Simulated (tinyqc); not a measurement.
A particle near a wafer in liquid: double-layer and van der Waals forces (DLVO), deposition barrier and removal: one step, computed by the program tinyqc.

Sphere and flat wall, Derjaguin approximation, constant potentials in the linear-superposition form, no retardation and no hydration force.

Task: Critical salt concentration. The barrier height is zero when U = 0 and F = 0 together: kappa h = 1 and kappa = 6 Z/(e A), e = 2.718282 here; c follows from kappa^2, with the potentials held fixed.

Inputs (values chosen for the exercise, of the order of those for silica on silicon in water): Hamaker constant A = 1.4e-20 J; salt concentration c = 0.00087 mol/L; temperature T = 298 K.

Z = 19.04522 pN

kappa = 0.09704615 1/nm

Give: critical kappa; critical concentration.

Result:

critical kappa = 3.003 1/nm

critical concentration = 0.8329 mol/L
